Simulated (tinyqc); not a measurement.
Implant damage, amorphisation by cascade overlap, and solid-phase epitaxial regrowth. Changing the ramp rate. Computed by tinyqc, a small Python program. Command: `OMP_NUM_THREADS=1 python tinyqc.py 3111772 3111773 out.jsonl sper sweep`. One thread of a shared host (Intel(R) Xeon(R) Processor @ 2.30GHz), about 0.01 s of CPU time with the checks.

Range and width of the damage are inputs. Dynamic annealing enters only through the surviving share f.

Inputs (values chosen for the exercise, modelled on arsenic ions in silicon): atomic density N = 49.9 1/nm^3; ion Z1 = 33; ion mass M1 = 74.9 u; target Z2 = 14; target mass M2 = 28.09 u; ion energy E = 49 keV; displacement energy E_d = 13 eV; depth of the damage peak R_d = 28 nm; width of the damage profile s_d = 15 nm; share of defects that survive f = 0.53; critical displaced share x_c = 0.11; dose Q = 1.1e+14 1/cm^2; regrowth prefactor v0 = 5.6e+15 nm/s; regrowth energy E_a = 2.72 eV; anneal temperature = 621 C; rate relative to (100) = 0.33; peak enhancement by the dopant = 2.9.

Constants: a_0 = 0.529177210903 angstrom; e^2/(4 pi eps_0) = 14.39964548 eV angstrom; k_B = 8.617333262e-05 eV/K.

Method:
- Robinson partition: eps = E a M2/(Z1 Z2 (e^2/(4 pi eps_0)) (M1 + M2)), a = 0.8853 a_0/sqrt(Z1^(2/3) + Z2^(2/3)); k = 0.0793 Z1^(2/3) Z2^(1/2) (M1 + M2)^(3/2)/((Z1^(2/3) + Z2^(2/3))^(3/4) M1^(3/2) M2^(1/2)); damage energy T_d = E/(1 + k (eps + 0.40244 eps^(3/4) + 3.4008 eps^(1/6))); displacements nu = 0.8 T_d/(2 E_d).
- Displaced share x(z) = f nu Q exp(-(z - R_d)^2/(2 s_d^2))/(sqrt(2 pi) s_d N); the layer is amorphous where x > x_c, between R_d -/+ s_d sqrt(2 ln(x_max/x_c)), the upper edge being cut at the surface. Threshold dose Q_c = Q x_c/x_max.
- v = v0 x orientation factor x exp(-E_a/(k_B T)) x [1 + (enhancement - 1) exp(-(z - R_d)^2/(2 s_d^2))], T = anneal temperature + 273.15 K; the dopant is taken to follow the damage profile; the lower front moves from the lower edge z2 to the surface, or to the middle (z1 + z2)/2 of a buried layer with upper edge z1; time = int dz/v; the equivalent undoped distance is that time times the undoped velocity.
- On a linear ramp from 200 C regrowth ends at the T_f where int v_undoped dT/(ramp rate) equals the equivalent undoped distance.

One run for each value:
```
ramp rate (K/s)  temperature at which regrowth ends (C)
0.1                                              553.46
0.4                                              583.01
2                                                620.00
7                                                651.02
30                                               689.80
100                                              724.35
600                                              780.47
2000                                             821.75
10000                                            882.08
```

Describe and explain the trends.

Over the rows, temperature at which regrowth ends (C) rises from 553 to 882 (exponent d ln y / d ln x 0.038 between the first rows and 0.044 between the last). Each decade of ramp rate adds between 49 and 86 K.

Extremes, crossings and ranges named in words are read from the listed rows.
